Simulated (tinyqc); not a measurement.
Electroplating on a thin resistive seed layer: kinetics, Wagner number and the terminal effect across a wafer: one step, computed by the program tinyqc.

Current enters the seed at the rim. The bath is treated as a local resistance per area (no lateral flow in the liquid), two electrons per ion, molar volume 7.11 cm^3/mol, Faraday constant F = e N_A, kinematic viscosity 0.01 cm^2/s, omega = 2 pi x rpm/60; k_B T/e is in volts.

Task: Linear estimate of the terminal effect. Linearised: with R_t = kinetic + bath resistance the current density obeys (1/r)(r i')' = i R_s/R_t, so i = A I_0(r/l), l = sqrt(R_t/R_s); with x = R/l, edge/centre = I_0(x) and edge/mean = x I_0(x)/(2 I_1(x)). Voltage drop in the seed for a uniform current: i R_s R^2/4.

Inputs (values chosen for the exercise, of the order of those for copper plating on a thin cobalt or ruthenium seed): wafer radius R = 10 cm; mean current density = 18 mA/cm^2; temperature T = 298 K.

kinetic resistance = 2.418046 ohm cm^2

bath resistance R_b = 17.74194 ohm cm^2

sheet resistance R_s = 0.6470588 ohm/square

Give: length l; x = R/l; edge over centre, linear; edge over mean, linear; drop for uniform current.

Result:

length l = 5.582 cm

x = R/l = 1.792

edge over centre, linear = 1.978

edge over mean, linear = 1.356

drop for uniform current = 291.2 mV
